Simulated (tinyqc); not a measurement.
Thickness, silicon consumed, volume change, sheet resistance: thermodynamics of metal silicides: hull, first phase, silicon consumed, nucleation and stability against SiO2. Computed by tinyqc, a small Python program. Command: `OMP_NUM_THREADS=1 python tinyqc.py 3016813 3016814 out.jsonl silphase walk`. One thread of a shared host (Intel(R) Xeon(R) Processor @ 2.30GHz), about 0.01 s of CPU time with the checks.

Entropies of formation of the solids are neglected, so heats stand for free energies. Si fractions: M2Si 0.3333, MSi 0.5000, MSi2 0.6667.

Inputs (values chosen for the exercise, for a model metal): molar volume of M = 9.09 cm^3/mol; molar volume of Si = 12.06 cm^3/mol; metal thickness t = 19 nm.

Phases: M2Si, MSi, MSi2.

volumes of the three phases per mole of M (cm^3/mol): [13, 18, 27.6]

resistivities of the three phases (microohm cm): [50, 32, 27]

Method. Per phase M_a Si_b, for ample silicon (not limited to t_Si): silicide thickness = t V/V_M; silicon consumed = t (b/a) V_Si/V_M; net volume change = V/(V_M + (b/a) V_Si) - 1; the top surface lies (silicide thickness - silicon consumed) above the old interface; sheet resistance = resistivity/thickness.

Films:
```
phase  thickness (nm)  Si consumed (nm)  volume change (%)  top above old interface (nm)  sheet resistance (ohm)
M2Si           27.173            12.604            -14.021                        14.569                  18.401
MSi            37.624            25.208            -14.894                        12.416                   8.505
MSi2           57.690            50.416            -16.893                         7.274                   4.680
```

silicon consumed by MSi = 25.208 nm

sheet resistance of MSi = 8.5053 ohm

What does the comparison show, and why?

For a given sheet resistance the silicon consumed goes as resistivity x (b/a)/V: M2Si 1.92, MSi 1.78, MSi2 1.96. It is least for MSi, which matters on shallow junctions and thin silicon. All three reactions shrink the total volume.

Extremes, crossings and ranges named in words are read from the listed rows.
